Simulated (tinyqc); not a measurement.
Weak link from the transmission.

Question. An infinite chain has hopping -t with t = 1.8 eV and site energy 0; E = -2 t cos(k) with E = -0.38 eV. One bond has the hopping -y t with 0 < y < 1, so T(E) = 4 y^2 sin^2 k/[(1 - y^2)^2 + 4 y^2 sin^2 k]. Find y and the hopping y t.

T(E) = 0.98064255

Solution. With b = |sin k| sqrt(1/T(E) - 1), (1 - y^2)/(2 y) = b, whose root below 1 is sqrt(b^2 + 1) - b.

y = 0.870
y t = 1.57 eV

Numbers from tinyqc (`OMP_NUM_THREADS=1 python tinyqc.py 2660006 2660007 out.jsonl`; about 0.01 s on one thread of a shared Intel Xeon 2.30GHz).
